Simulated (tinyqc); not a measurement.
Band gaps under pressure and temperature from deformation potentials, step by step. Values are carried at full precision from step to step, so a last printed digit may differ when a step is redone from the rounded ones.

Murnaghan: V/V0 = (1 + Bp P/B0)^(-1/Bp), B0 = (C11 + 2 C12)/3. Each gap moves by a ln(V/V0) with its volume potential a, and falls with temperature by aV T^2/(T + bV) (Varshni); the two effects are added. No change of phase is considered.

Values chosen for the exercise (near those of GaP, the X and L potentials typical of such crystals; not measured data): C11 = 142.9 GPa; C12 = 62.1 GPa; Bp = 4.13 (pressure derivative of the bulk modulus); P = 4.5 GPa (pressure); Eg = 2.832 eV (gap at Gamma to the s-like level at 0 K, 0 GPa); EgX = 2.337 eV (gap to X at 0 K, 0 GPa); EgL = 2.744 eV (gap to L at 0 K, 0 GPa); aG = -9.93 eV (volume potential of the Gamma gap); aX = 1.38 eV (volume potential of the X gap); aL = -3.87 eV (volume potential of the L gap); aV = (0.601, 0.603, 0.57) meV/K (Varshni alpha of Gamma, X, L); bV = (388, 387, 372) K (Varshni beta of Gamma, X, L); T = 0 K (temperature); aT = 4.6 1e-6/K (linear thermal expansion near 300 K).

## Volume under pressure

Give B0, V/V0, ln(V/V0), the change of the lattice constant and the linear estimate -P/B0.

B0 = 89.03 GPa
V/V0 = 0.95513
ln(V/V0) = -0.04590
change of a = -1.518 %
-P/B0 = -0.05054

The stiffening under pressure makes the compression 9.2 % smaller than the linear estimate.

## Gaps at P and T

Give both shifts and the gaps.

pressure shifts (eV): Gamma 0.4558, X -0.0633, L 0.1776

temperature shifts (eV): Gamma 0.0000, X 0.0000, L 0.0000

gaps (eV): Gamma 3.2878, X 2.2737, L 2.9216

The lowest valley is X (indirect gap), 648 meV below L; at 0 K and 0 GPa it is X.

## Pressure coefficients

Expand in P: E = E0 + c1 P + c2 P^2 with c1 = -a/B0 and c2 = a Bp/(2 B0^2).

c1 (meV/GPa): Gamma 111.53, X -15.50, L 43.47

c2 (meV/GPa^2): Gamma -2.587, X 0.359, L -1.008

Gamma and L rise under pressure and X falls, as the signs of the volume potentials say.

## Pressures at which the valleys cross

Two gaps meet at ln(V/V0) = -(E_i - E_j)/(a_i - a_j), with the gaps at T and P = 0; then P = (B0/Bp)(exp(-Bp ln(V/V0)) - 1). A dash marks expansion or a compression beyond ln(V/V0) = -0.3.

Crossings:

| pair | E_i - E_j (eV) | ln(V/V0) | P (GPa) |
|---|---|---|---|
| Gamma-X | 0.4950 | 0.0438 | - |
| Gamma-L | 0.0880 | 0.0145 | - |
| L-X | 0.4070 | 0.0775 | - |

The lowest valley stays X down to ln(V/V0) = -0.3, far beyond the phase change of the real crystal near 22 GPa.

## How much of dE/dT is thermal expansion

At 300 K: dE/dT = -aV T (T + 2 bV)/(T + bV)^2; expansion alone gives 3 aT a; the rest is electron-phonon coupling.

dE/dT (meV/K): Gamma -0.4099, X -0.4117, L -0.3953

from expansion (meV/K): Gamma -0.1370, X 0.0190, L -0.0534

remainder (meV/K): Gamma -0.2728, X -0.4307, L -0.3419

Expansion supplies 33 % of the slope at Gamma and 14 % at L; at X it works against the fall.

## Checks

- Slope of the Gamma gap at P = 0 by finite differences against c1 (meV/GPa): both 111.53.

Run: tinyqc, `OMP_NUM_THREADS=1 python tinyqc.py 1081592 1081593 out.jsonl`; Intel(R) Xeon(R) Processor @ 2.30GHz, one thread, shared host; about 0.01 s of CPU time with all checks.
